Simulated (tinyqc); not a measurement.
Comparisons within one model: three-level Kane dispersion of a narrow-gap semiconductor. A value that a table varies takes the place of the one given here.

Zero of energy at Gamma8, c = hbar^2/2m0, P^2 = Ep c. The free-electron term and remote bands are left out, so the heavy holes are flat at E = 0 and the other three bands obey E (E - Eg)(E + Dso) = P^2 k^2 (E + 2 Dso/3). The conduction band is the highest root; its edge is Ec = max(Eg, 0).

Degenerate electrons at T = 0: kF = (3 pi^2 n)^(1/3), 1 cm^-3 = 1e-24 angstrom^-3; EF is the highest root at kF. The momentum (cyclotron, optical) mass is m(E) = hbar^2 k/(dE/dk) = c d(k^2)/dE with d(k^2)/dE = k^2 [1/E + 1/(E - Eg) + 1/(E + Dso) - 1/(E + 2 Dso/3)]; the density of states is k d(k^2)/dE/(2 pi^2).

Edge mass m0* = Eg (Eg + Dso)/(Ep (Eg + 2 Dso/3)).
Constants: hbar^2/2m0 = 3.80998211 eV angstrom^2.

Inputs chosen for the exercise (near those of InSb; not measured data):
- Eg = 0.236 eV (E(Gamma6) - E(Gamma8))
- Dso = 0.81 eV (spin-orbit splitting)
- Ep = 23.6 eV (Kane energy)
- k = 0.029 1/angstrom (wave vector)
- n = 1.5e+17 cm^-3 (electron density)

## Filling the band

n from 1e15 to 1e19 cm^-3. The last column is the local power d ln(EF - Ec)/d ln n = kF^2/(1.5 (EF - Ec) d(k^2)/dE).

Results:

| n (cm^-3) | kF (1/angstrom) | EF - Ec (meV) | parabolic (meV) | m(EF) | m(EF)/m0* | power |
|---|---|---|---|---|---|---|
| 1.0e+15 | 0.00309 | 2.7 | 2.7 | 0.0138 | 1.02 | 0.660 |
| 1.0e+16 | 0.00667 | 12.0 | 12.6 | 0.0147 | 1.09 | 0.638 |
| 3.0e+16 | 0.00961 | 23.9 | 26.1 | 0.0160 | 1.19 | 0.615 |
| 1.0e+17 | 0.01436 | 49.0 | 58.3 | 0.0186 | 1.38 | 0.576 |
| 3.0e+17 | 0.02071 | 90.1 | 121.2 | 0.0227 | 1.68 | 0.533 |
| 1.0e+18 | 0.03094 | 166.3 | 270.5 | 0.0301 | 2.24 | 0.485 |
| 3.0e+18 | 0.04462 | 277.5 | 562.7 | 0.0406 | 3.01 | 0.448 |
| 1.0e+19 | 0.06665 | 466.9 | 1255.6 | 0.0579 | 4.30 | 0.417 |

The power falls from 0.660 to 0.417: 2/3 marks a parabola, 1/3 a linear band. The parabola is within 10 % up to n = 3.0e+16 cm^-3. The mass has doubled by n = 1.0e+18 cm^-3 and ends at 4.3 times its edge value.

## Closing and inverting the gap

Eg is varied at fixed k, Dso and Ep. Edge mass: Eg (Eg + Dso)/(Ep (Eg + 2 Dso/3)) for Eg > 0, 3 |Eg|/(2 Ep) for Eg < 0. The Gamma6 weight of the conduction state is 1/(1 + P^2 k^2 [(2/3)/E^2 + (1/3)/(E + Dso)^2]).

Results:

| Eg (eV) | m0* | highest root (eV) | middle (eV) | lowest (eV) | E - Ec (meV) | Gamma6 weight |
|---|---|---|---|---|---|---|
| -0.200 | 0.01271 | 0.1538 | -0.3114 | -0.8525 | 153.8 | 0.317 |
| -0.100 | 0.00636 | 0.1902 | -0.2535 | -0.8467 | 190.2 | 0.413 |
| -0.040 | 0.00254 | 0.2169 | -0.2231 | -0.8439 | 216.9 | 0.477 |
| -0.010 | 0.00064 | 0.2317 | -0.2091 | -0.8426 | 231.7 | 0.510 |
| 0.010 | 0.00063 | 0.2421 | -0.2003 | -0.8418 | 232.1 | 0.531 |
| 0.040 | 0.00248 | 0.2586 | -0.1879 | -0.8407 | 218.6 | 0.563 |
| 0.100 | 0.00602 | 0.2942 | -0.1655 | -0.8387 | 194.2 | 0.624 |
| 0.200 | 0.01157 | 0.3611 | -0.1353 | -0.8358 | 161.1 | 0.712 |

The edge mass vanishes with |Eg| from both sides, yet the kinetic energy at this k stays finite, at most 232.1 meV in the table; at Eg = 0 the two-level form, without the split-off band, gives the linear value sqrt(2/3) P k = 224.5 meV. The Gamma6 weight of the conduction state goes smoothly from 0.32 to 0.71 and is 0.51 and 0.53 in the two rows next to Eg = 0: at finite k nothing jumps at the inversion.

## What each parameter does

Edge mass, EF - Ec and m(EF). Each row changes one parameter from the base and keeps the others.

Results:

| case | m0* (m0) | EF - Ec (meV) | m(EF) (m0) |
|---|---|---|---|
| base | 0.01348 | 61.71 | 0.01984 |
| n = 3e+17 cm^-3 | 0.01348 | 90.15 | 0.02269 |
| Eg = 0.2006 eV | 0.01160 | 67.84 | 0.01869 |
| Dso = 0.9315 eV | 0.01362 | 61.11 | 0.02003 |
| Ep = 27.14 eV | 0.01172 | 69.35 | 0.01792 |

The largest shifts from the base row, up to three for each result and ties (the steps differ in size, so this ranks the rows, not the parameters). m0* (m0): Eg -0.00188, Ep -0.00176, Dso +0.00014; unchanged at the printed digits by n. EF - Ec (meV): n +28.43, Ep +7.64, Eg +6.13. m(EF) (m0): n +0.00285, Ep -0.00192, Eg -0.00115.

Computed by tinyqc, a small Python program: `OMP_NUM_THREADS=1 python tinyqc.py 1081219 1081220 out.jsonl` (the numbers bound the seed that draws the inputs); one thread of a shared host (Intel(R) Xeon(R) Processor @ 2.30GHz), about 0.01 s for the whole set of steps.
